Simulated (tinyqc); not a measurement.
A square-lattice strip 2 sites wide in a magnetic flux, recursive Green functions: the device repeated.

The device has N = 3 slices of 2 site(s), nearest-neighbour hopping -t, and site energies U; the leads are semi-infinite continuations with site energy 0 and no flux. The hopping from slice i to i + 1 inside the device carries the phase exp(2 pi i f j) on row j = 1, 2, ...: V = <i+1|H|i> = -t diag(exp(2 pi i f j)).

Transverse modes n = 1..2: chi_n(j) = sqrt(2/3) sin(pi n j/3), energy e_n = -2 t cos(pi n/3). Sigma = t^2 sum_n chi_n chi_n^T g(E - e_n), g(x) = (x - i sqrt(4 t^2 - x^2))/(2 t^2) for |x| < 2 t and (x - sign(x) sqrt(x^2 - 4 t^2))/(2 t^2) otherwise; Gamma = i (Sigma - Sigma^dagger); both leads give the same. Forward pass: g_1 = (E - H_1 - Sigma)^(-1), g_i = (E - H_i - V g_(i-1) V^dagger)^(-1), with Sigma also subtracted on the last slice; G_(i,1) = g_i V G_(i-1,1), starting from g_1. H_i is the block of slice i: its site energies on the diagonal and -t between neighbouring rows. T(E) = Tr[Gamma G_(N,1) Gamma G_(N,1)^dagger]. The list U is repeated k times, so the device has k N slices.

Values chosen for this exercise: hopping (matrix element -t) t = 2.8 eV; site energies, slice by slice (2 a slice) U = [0.97, 1.62, -0.93, 0.94, 0.81, 0.89] eV; energy E = 3.76 eV; magnetic flux through each plaquette inside the device f = 0.13 h/q.

The device repeated:

| k | T(E) | ln T(E) |
|---|---|---|
| 1 | 0.8000 | -0.2232 |
| 2 | 0.8741 | -0.1345 |
| 3 | 0.9672 | -0.03334 |
| 4 | 0.8066 | -0.2149 |
| 5 | 0.9698 | -0.03068 |
| 6 | 0.8774 | -0.1308 |
| 8 | 0.9917 | -0.008380 |
| 10 | 0.9321 | -0.07029 |
| 12 | 0.8186 | -0.2002 |

What does the comparison show?

T(E) moves between 0.800 and 0.992 and does not die away: at least one band of the periodic structure that the repeats form is open at this energy.

tinyqc, about 0.02 s, one thread, Intel Xeon 2.30GHz (shared host): `OMP_NUM_THREADS=1 python tinyqc.py 2660101 2660102 out.jsonl`
